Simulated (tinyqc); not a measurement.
Charge control and current of a heterostructure field-effect transistor: one step, computed by the program tinyqc. Command: `OMP_NUM_THREADS=1 python tinyqc.py 3027374 3027375 out.jsonl hemt walk`. One thread of a shared host (Intel(R) Xeon(R) Processor @ 2.30GHz), about 0.01 s of CPU time with the checks.

Two subbands in a triangular well; E_F is counted from the conduction band edge of the channel at the interface.

Problem. Levels and gate capacitance. Charge control: n_s = C_b (V_G - V_T - E_F/e)/e. Well: mean field F = e n_s/(2 eps eps_0), E_i = (hbar^2/2m)^(1/3) [(3 pi e F/2)(i + 3/4)]^(2/3), i = 0, 1; n_s = D k_B T sum_i ln(1 + exp((E_F - E_i)/k_B T)), D = m/(pi hbar^2), which is solved in closed form for E_F. C_g = e dn_s/dV_G = 1/(1/C_b + 1/C_q), 1/C_q = d(E_F/e)/d(e n_s) by a central difference of +/- 0.1 % in n_s; added distance dd = eps eps_0/C_q.

Inputs (values chosen for the exercise, modelled on AlGaAs/GaAs):

| quantity | value | unit |
|---|---|---|
| channel mass m | 0.068 | m_0 |
| permittivity eps (barrier and channel) | 12.4 | - |
| conduction band offset dE_c | 0.21 | eV |
| temperature T | 300 | K |
| spacer between delta layer and channel | 3.6 | nm |

Charge source: delta doping. Velocity law: smooth.

sheet density n_s = 4.549651e+12 1/cm^2

barrier capacitance C_b = 0.3049776 microfarad/cm^2

Constants: k_B = 8.617333262e-05 eV/K; e = 1.602176634e-19 C; eps_0 = 8.8541878128e-12 F/m; hbar = 1.054571817e-34 J s; m_0 = 9.1093837015e-31 kg; k_B = 1.380649e-23 J/K.

Give: E_0; E_1; E_F; share in the second subband; gate capacitance C_g; added distance dd.

Solution.

E_0 = 197.6 meV

E_1 = 347.6 meV

E_F = 342.3 meV

share in the second subband = 9.611 %

gate capacitance C_g = 0.2737 microfarad/cm^2

added distance dd = 4.121 nm

C_g is 90 % of C_b: the finite density of states and the rise of E_0 act as 4.1 nm of extra barrier. Caution: E_F lies above the conduction band minimum of the barrier, so electrons would spill into the barrier.
